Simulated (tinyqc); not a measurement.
Absorber share: periodic multilayer mirror for extreme ultraviolet light.

s polarisation, vacuum above. q_j = sqrt(N_j^2 - sin^2 theta); interface r_jk = (q_j - q_k)/(q_j + q_k) exp(-2 (2 pi/lam)^2 q_j q_k sg^2) (Nevot-Croce; sg = 0 if not given); phase factor of a layer x_j = exp(4 pi i q_j d_j/lam). Each period has the spacer (thickness (1 - Gm) L) on top of the absorber (Gm L). In this recursion R is the amplitude; R in tables and results is the reflectance, its squared modulus. The substrate is of the spacer material. Starting with R = 0 in it, each interface upward gives R -> (r + R x)/(1 + r R x), x that of the layer below the interface (1 for the substrate).

Values chosen for the exercise (optical constants near those of Mo and Si at 13.5 nm; the results hold for these values, not for the real material): lam = 13.5 nm (wavelength); dA = (0.0738, 0.00692) (delta and beta of the absorber, N = 1 - delta + i beta); dS = (0.0009, 0.00179) (delta and beta of the spacer and the substrate); theta = 3 degrees (angle from the normal); sg = 0.5 nm (interface roughness); Np = 50 (periods).

For each Gm the period is set so that lam_B = 2 L Re(mean q) equals lam - 0.09 nm.

Results:

| Gm | L (nm) | R |
|---|---|---|
| 0.15 | 6.795 | 0.468 |
| 0.20 | 6.820 | 0.584 |
| 0.25 | 6.845 | 0.646 |
| 0.30 | 6.871 | 0.676 |
| 0.35 | 6.897 | 0.690 |
| 0.40 | 6.923 | 0.692 |
| 0.45 | 6.949 | 0.687 |
| 0.50 | 6.975 | 0.675 |
| 0.60 | 7.029 | 0.631 |
| 0.70 | 7.083 | 0.548 |

What does the comparison show?

The largest value listed is 0.692 at 0.4. The contrast of a period goes as sin(pi Gm) and is largest at 0.5, while the loss grows with Gm; R is 0.675 at 0.5, 0.676 at 0.3 and 0.548 at 0.7. Absorption pulls the best share below 0.5.

(tinyqc, `OMP_NUM_THREADS=1 python tinyqc.py 1651633 1651634 out.jsonl`, Intel(R) Xeon(R) Processor @ 2.30GHz, 1 thread, shared host, about 0.01 s.)
